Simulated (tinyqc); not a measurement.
Inside a calculation. Method: plane-wave Kohn-Sham cycle with exchange-only LDA in a layered model solid. One step of it, computed by the program tinyqc.

Problem. Iteration 2: Hamiltonian at one k. H(m,m') = (k + G_m)^2/2 delta + V(G_m - G_m'), with V(-G) = V(G).

A solid whose potential varies along x alone (atomic units):
```
parameter                      value
period a                    7.800000
cross-section of the cell  17.000000
electrons per cell                 4
grid points                       16
plane waves -n..n, n               3
k points                           2
V1 in V1 cos(2 pi x/a)     -0.170000
V2 in V2 cos(4 pi x/a)      0.050000
```

V(G_m), m = 0, 1, 2, ... (hartree): -0.306527  -0.077735  0.024674  0.000041  -0.000002  0.000000  0.000000

k = 0.250000 2 pi / a

Give: H.

Solution.

H (hartree), lower triangle:
```
        -3      -2      -1      +0      +1      +2     +3
-3   2.147
-2  -0.078   0.687
-1   0.025  -0.078  -0.124
+0   0.000   0.025  -0.078  -0.286
+1   0.000   0.000   0.025  -0.078   0.200
+2   0.000   0.000   0.000   0.025  -0.078   1.336
+3   0.000   0.000   0.000   0.000   0.025  -0.078  3.120
```
